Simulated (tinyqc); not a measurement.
Worked calculation: thermal stress and diffusional relaxation in a metal film: Coble and Nabarro-Herring creep, cooling and holds. Computed by tinyqc, a small Python program that keeps every step. Command: `OMP_NUM_THREADS=1 python tinyqc.py 3013718 3013719 out.jsonl creep walk`. One thread of a shared host (Intel(R) Xeon(R) Processor @ 2.30GHz), about 0.03 s of CPU time with the checks. Intermediate numbers are printed to about 6 digits and carried at full precision; extremes and crossings named in words are read from the listed rows.

A thin film on a rigid substrate is stress-free at T0. Tension is positive and the film creeps linearly: d sigma/dt = -M (mismatch) dT/dt - sigma/tau.

Inputs (values chosen for the exercise, modelled on aluminium films on silicon):

| quantity | value | unit |
|---|---|---|
| biaxial modulus M | 113 | GPa |
| expansion mismatch | 19.6 | 1e-6/K |
| atomic volume Omega | 16.6 | angstrom^3 |
| lattice prefactor D0 | 0.00022 | m^2/s |
| lattice energy E | 1.46 | eV |
| boundary prefactor (delta D_b)0 | 4e-14 | m^3/s |
| boundary energy E_b | 0.877 | eV |
| grain size d | 2.2 | um |
| stress-free temperature T0 | 450 | C |
| hold temperature T | 160 | C |
| hold time t | 0.49 | h |
| cooling rate | 10 | C/min |
| yield stress | 460 | MPa |

Constants: k_B = 1.380649e-23 J/K; k_B = 8.617333262e-05 eV/K.

## Elastic stress after a quench

Thermoelastic slope = M x mismatch; sigma_0 = slope x (T0 - T).

thermoelastic slope = 2.2148 MPa/K

stress after a quench sigma_0 = 642.292 MPa

Caution: the elastic stress exceeds the yield stress, so dislocation glide would cap it first.

## Creep at the hold temperature

Creep rate per stress: Nabarro-Herring 14 D Omega/(k_B T d^2), Coble (14 pi) delta D_b Omega/(k_B T d^3), with D = D0 exp(-E/(k_B T)), delta D_b = (delta D_b)0 exp(-E_b/(k_B T)); 1/tau = M x (sum of both)/2 (biaxial strain rate is half the uniaxial one). Temperatures in kelvin are T(C) + 273.15. sigma(t) = sigma_0 exp(-t/tau), relaxed part sigma_0 - sigma(t); the grain size where both mechanisms are equal is pi delta D_b/D.

Nabarro-Herring rate = 1.81857e-17 1/(Pa s)

Coble rate = 2.86684e-14 1/(Pa s)

relaxation time tau = 0.171384 h

stress after the hold = 36.8172 MPa

stress relaxed during the hold = 605.475 MPa

crossover grain size = 3468.14 um

Coble creep is 1600 times as fast as Nabarro-Herring creep at this grain size. The crossover size is formal, far above any film grain. Caution: bulk creep laws overstate relaxation in a bonded film, where the substrate constrains boundary diffusion, and dislocation glide is left out.

## Stress after cooling to room temperature

Cooling from T0 at the constant rate: d sigma/dT = -slope + sigma/(tau(T) x rate), integrated to 25 C (stiff solver, tolerance 1e-9). Effective stress-free temperature T_eff = 25 C + sigma/slope.

stress at 25 C = 350.481 MPa

effective stress-free temperature = 183.245 C

Creep during cooling removes 62.8 % of the elastic value. Caution: bulk creep laws overstate relaxation in a bonded film, and dislocation glide would cap stresses above the yield stress.

## Where a fixed hold relaxes most

For each hold temperature: sigma_0 = slope (T0 - T), relaxed stress sigma_0 (1 - exp(-t/tau)), initial rate sigma_0/tau. In confined lines the relaxed part appears as void volume.

Holds:

| T (C) | sigma_0 (MPa) | tau (h) | relaxed (MPa) | initial rate (MPa/h) |
|---|---|---|---|---|
| 25 | 941.290 | 4.92445e+03 | 9.36570e-02 | 1.91146e-01 |
| 65 | 852.698 | 9.85017e+01 | 4.23124e+00 | 8.65668e+00 |
| 105 | 764.106 | 4.56426e+00 | 7.77814e+01 | 1.67411e+02 |
| 145 | 675.514 | 3.84437e-01 | 4.86677e+02 | 1.75715e+03 |
| 185 | 586.922 | 5.02530e-02 | 5.86888e+02 | 1.16793e+04 |
| 225 | 498.330 | 9.14965e-03 | 4.98330e+02 | 5.44644e+04 |
| 265 | 409.738 | 2.14686e-03 | 4.09738e+02 | 1.90854e+05 |
| 305 | 321.146 | 6.12126e-04 | 3.21146e+02 | 5.24641e+05 |
| 345 | 232.554 | 2.02425e-04 | 2.32554e+02 | 1.14884e+06 |
| 385 | 143.962 | 7.47423e-05 | 1.43962e+02 | 1.92611e+06 |
| 425 | 55.370 | 2.98907e-05 | 5.53700e+01 | 1.85242e+06 |

The relaxed stress peaks at 185 C among these rows: colder holds have more stress but slower diffusion, hotter ones faster diffusion but less stress. The initial rate peaks about k_B T^2/E_b = 51 K below T0 when boundaries dominate; its largest row is 385 C. Caution: dislocation glide would cap stresses above the yield stress; capping layers can block the surface and boundary paths, and threshold stresses are ignored.

Checks made by the program: cooling integral by quadrature (relative difference 3e-09).
